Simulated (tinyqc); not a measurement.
Landau levels of a parabolic two-dimensional band: one step. Where EF lies. Two cases, with inputs chosen for the exercise.

Task: Fill the listed levels in order up to nu; give the partly filled level, its energy and its filled share.

Each listed level takes n_B electrons. At zero temperature and without broadening EF sits in the partly filled level.

Give: level; EF; filled share.

Case 1.

Levels:
```
label   E (meV)  gap above (meV)
0-      5.81697          0.41294
0+      6.22991         11.63394
1-     17.86386          0.41294
1+     18.27680         11.63394
2-     29.91074          0.41294
2+     30.32369         11.63394
3-     41.95763          0.41294
3+     42.37057         11.63394
```

nu = 3.73219

Result:

level: 1+

EF = 18.277 meV
filled share = 0.732

Case 2.

Levels:
```
label   E (meV)  gap above (meV)
0+      7.12848          1.55389
0-      8.68237         14.25697
1+     22.93934          1.55389
1-     24.49323         14.25697
2+     38.75020          1.55389
2-     40.30409         14.25697
3+     54.56106          1.55389
3-     56.11495         14.25697
```

nu = 7.71057

Result:

level: 3-

EF = 56.115 meV
filled share = 0.711

Computed by tinyqc, one run a case: `OMP_NUM_THREADS=1 python tinyqc.py N N+1 out.jsonl` with N = 1250223, 1250270; one thread of a shared Intel(R) Xeon(R) Processor @ 2.30GHz, about 0.01 s a run at most.
